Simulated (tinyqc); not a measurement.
Vacuum evaporation: vapour pressure, source flux, thickness distribution, purity and step coverage: one step, computed by the program tinyqc.

Molecular flow, unit sticking of the metal, no re-evaporation. The background gas is taken as water vapour (18.015 g/mol, collision diameter 0.37 nm) at 300 K.

Task: Vapour pressure and flux. log10(p_v/Pa) = A - B/T; flux from the surface Phi = p_v/sqrt(2 pi m k_B T), m = M u. Mass loss = Phi x area x m; heat of evaporation = ln(10) R B; d ln Phi/dT = ln(10) B/T^2 - 1/(2 T).

Inputs (values chosen for the exercise, modelled on aluminium, with constants for the liquid):
```
quantity                    value   unit
molar mass M                26.98  g/mol
vapour-pressure constant A  10.96      -
vapour-pressure constant B  16250      K
source temperature T         1560      K
source area                     4   cm^2
```

Constants: u = 1.6605390666e-27 kg; k_B = 1.380649e-23 J/K; R = 8.314462618 J/(mol K).

Give: vapour pressure p_v; flux Phi; mass loss; heat of evaporation; change of flux per kelvin.

Result:

vapour pressure p_v = 3.4941 Pa

flux Phi = 4.4874e+18 1/(cm^2 s)

mass loss = 2.8950 g/h

heat of evaporation = 311.10 kJ/mol

change of flux per kelvin = 1.5055 %/K

Holding the rate to 1 % needs the temperature to about 0.66 K.
